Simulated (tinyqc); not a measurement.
From one set of inputs to another, one input at a time: thermal stress, cracking, delamination and buckling of a thin film; Griffith cracks and misfitting inclusions. Computed by tinyqc, a small Python program. Command: `OMP_NUM_THREADS=1 python tinyqc.py 3020997 3020998 out.jsonl filmcrack ladder`. One thread of a shared host (Intel(R) Xeon(R) Processor @ 2.30GHz), about 0.03 s of CPU time with the checks.

Isotropic linear elasticity; the substrate is much thicker than the film; stress is positive in tension.

The inputs printed are set A. Set A is modelled on a GaN film on silicon; the values taken over come from a set modelled on a silicon nitride film on silicon. Inputs not listed in the table keep their values of set A, so the rows need not describe a real material.

Inputs (values chosen for the exercise, modelled on a GaN film on silicon):

| quantity | value | unit |
|---|---|---|
| film Young's modulus E | 313 | GPa |
| film Poisson ratio nu | 0.2 | - |
| film expansion alpha_f | 5.81 | 1e-6/K |
| substrate expansion alpha_s | 3.3 | 1e-6/K |
| deposition temperature T_d | 650 | K |
| final temperature T | 300 | K |
| intrinsic stress | 100 | MPa |
| film thickness h | 0.12 | micrometre |
| substrate Young's modulus E_s | 160 | GPa |
| substrate Poisson ratio nu_s | 0.27 | - |
| flaw half length a | 1.2 | micrometre |
| substrate surface energy gamma_s | 2 | J/m^2 |
| inclusion radius R | 0.55 | micrometre |

Inclusion: sphere.

Method:
- Thermal strain = (alpha_f - alpha_s)(T_d - T); stress = E/(1 - nu) x strain + intrinsic stress; plane-strain modulus Ebar = E/(1 - nu^2); G0 = stress^2 h/(2 Ebar) is the energy freed per area when a long strip loses its stress across its width.
- Through crack of length 2a in plane strain: K_Ic = sqrt(2 gamma_s E_s/(1 - nu_s^2)); fracture stress = K_Ic/sqrt(pi a). An edge crack of depth a has K larger by 1.1215.
- Film material fills a sphere of radius R in the substrate, with the misfit e = thermal strain (it wants to shrink if e > 0). Radial stress at the wall s0 = e/[(1 - 2 nu)/E + (1 + nu_s)/(2 E_s)]; inside it is uniform and hydrostatic; outside s_rr = s0 (R/r)^3, s_tt = -s_rr/2. Keep-out radius: where |s_rr| falls to 10 MPa (R if it is lower at the wall).

Each row keeps all changes above it:

| input moved | from | to | film stress (MPa) | fracture stress, inner crack (MPa) | keep-out radius (micrometre) |
|---|---|---|---|---|---|
| set A | - | - | 443.71 | 427.92 | 1.3542 |
| film thickness h (micrometre) | 0.12 | 0.18 | 443.71 | 427.92 | 1.3542 |
| film Poisson ratio nu | 0.2 | 0.24 | 461.80 | 427.92 | 1.3744 |
| film Young's modulus E (GPa) | 313 | 259 | 399.38 | 427.92 | 1.3473 |
| substrate Young's modulus E_s (GPa) | 160 | 133 | 399.38 | 390.15 | 1.2917 |
| substrate expansion alpha_s (1e-6/K) | 3.3 | 3.5 | 375.53 | 390.15 | 1.2564 |
| film expansion alpha_f (1e-6/K) | 5.81 | 3.3 | 76.14 | 390.15 | 0.5558 |
| inclusion radius R (micrometre) | 0.55 | 4.3 | 76.14 | 390.15 | 4.3456 |

Where does the difference come from?

Film stress goes from 444 to 76.1, a factor 0.172 in all. The largest single move comes from film expansion alpha_f (a factor 0.203). Fracture stress, inner crack goes from 428 to 390, a factor 0.912 in all. The largest single move comes from substrate Young's modulus E_s (a factor 0.912). Keep-out radius goes from 1.35 to 4.35, a factor 3.21 in all. The largest single move comes from inclusion radius R (a factor 7.82), and film expansion alpha_f works against it (a factor 0.442). The single moves hold for this order of the switches; the total does not depend on the order.

Extremes, crossings and ranges named in words are read from the listed rows.
